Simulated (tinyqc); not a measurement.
Inside a calculation. Method: one-electron ion in a basis of Gaussians. Computed by tinyqc, a small Python program that keeps every step. Settings: Z = 6, l = 0. Command: `OMP_NUM_THREADS=1 python tinyqc.py 20220 20221 out.jsonl` (the two numbers bound the seeds that draw the settings). One thread of a shared host (Intel(R) Xeon(R) Processor @ 2.60GHz), about 0.01 s of CPU time with the checks.

## Matrices over normalised Gaussians

exponents of r^l exp(-a r^2) (1/bohr^2): 5.093000  23.040000  104.300000  471.700000  2134.000000

Z = 6

l = 0

With p = a_i + a_j and I(k) = Gamma((k+1)/2) / (2 p^((k+1)/2)): S = I(2l+2), T = (2l+3) a_i a_j S / p, V = -Z I(2l+1), each divided by sqrt(S_ii S_jj).

S:
```
          1         2         3         4         5
1  1.000000  0.675792  0.273530  0.093224  0.030432
2  0.675792  1.000000  0.675574  0.273584  0.093221
3  0.273530  0.675574  1.000000  0.675887  0.273701
4  0.093224  0.273584  0.675887  1.000000  0.675777
5  0.030432  0.093221  0.273701  0.675777  1.000000
```

T (hartree):
```
          1          2           3           4            5
1  7.639500   8.456183    3.984684    1.409162     0.463859
2  8.456183  34.560000   38.246879   18.029484     6.374635
3  3.984684  38.246879  156.450000  173.190020    81.650393
4  1.409162  18.029484  173.190020  707.550000   783.178444
5  0.463859   6.374635   81.650393  783.178444  3201.000000
```

V (hartree):
```
            1           2            3            4            5
1  -21.607680  -24.267630   -19.368913   -13.781646    -9.529008
2  -24.267630  -45.958151   -51.613290   -41.198893   -29.312359
3  -19.368913  -51.613290   -97.783024  -109.822534   -87.668192
4  -13.781646  -41.198893  -109.822534  -207.947760  -233.545825
5   -9.529008  -29.312359   -87.668192  -233.545825  -442.301605
```

## Generalised eigenproblem

H = T + V (hartree):
```
            1           2           3           4            5
1  -13.968180  -15.811447  -15.384229  -12.372485    -9.065149
2  -15.811447  -11.398151  -13.366411  -23.169408   -22.937724
3  -15.384229  -13.366411   58.666976   63.367487    -6.017800
4  -12.372485  -23.169408   63.367487  499.602240   549.632619
5   -9.065149  -22.937724   -6.017800  549.632619  2758.698395
```

Solve H C = S C e through S^(-1/2); each column has its largest component positive (the first on a tie).

eigenvalues of S: 0.095409  0.252880  0.646238  1.443105  2.562368

eigenvalues (hartree): -17.959104  9.184038  145.898998  874.470594  4535.472323

coefficients:
```
          1          2          3          4          5
1  0.628856  -1.205469   0.496067  -0.187623   0.075761
2  0.412050   1.234354  -1.407153   0.615999  -0.247218
3  0.079502   0.019039   1.516487  -1.373399   0.608931
4  0.013303   0.028864  -0.096972   1.561591  -1.291618
5  0.002425   0.000939   0.026296  -0.114005   1.456762
```

For Z = 6 and l = 0 the exact lowest level is -Z^2/(2 n^2) with n = l + 1: -18.000000 hartree.
